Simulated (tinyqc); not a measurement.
Minigaps against first-order theory: band folding and unfolding in a supercell of a chain.

A chain with hopping -t and n = 5 sites a supercell. H(K) has v_j on the diagonal, -t between neighbours and -t exp(2 pi i K) on the bond that closes the cell (from the last site to the first of the next cell). The point K holds the n wave vectors k_m = (K + m)/n of the primitive zone, in 2 pi/a, m = 0 to n - 1, with E0 = -2t cos(2 pi k_m). The unfolding weight of a state c on k_m is |sum_j c_j exp(-2 pi i k_m j)|^2/n, j = 0 to n - 1.

Parameters, chosen for this exercise: t = 1.23 eV (hopping); v = (0.406, 0.125, -0.328, -0.328, 0.125) eV (site energies in the supercell).

Gap i lies between minibands i and i + 1, at K = 1/2 for odd i and K = 0 for even i, where k = +/- i/(2n) are degenerate; first order gives 2|V_i|, the Fourier component V_q = (1/n) sum_j v_j exp(-2 pi i q j/n) for q equal to the number of the gap. Computed for the potential at full and at half strength.

Gaps (eV):

| i | E0 at the crossing | 2\|V_i\| | gap | gap at half strength |
|---|---|---|---|---|
| 1 | -1.9902 | 0.4056 | 0.4032 | 0.2025 |
| 2 | -0.7602 | 0.0004 | 0.0498 | 0.0125 |
| 3 | 0.7602 | 0.0004 | 0.0446 | 0.0115 |
| 4 | 1.9902 | 0.4056 | 0.4036 | 0.2025 |

Halving the potential about halves gaps 1 and 4, the scaling of first order. For i = 2 and 3 the first-order term is below 1 meV and the gap opens at higher order (full over half strength: 4.0 and 3.9). The largest miss of first order is 49 meV, at i = 2; the potential spans 0.60 t.

Computed by tinyqc, a small Python program: `OMP_NUM_THREADS=1 python tinyqc.py 1481256 1481257 out.jsonl` (the numbers bound the seed that draws the inputs); one thread of a shared host (Intel(R) Xeon(R) Processor @ 2.30GHz), about 0.01 s for the whole set of steps.
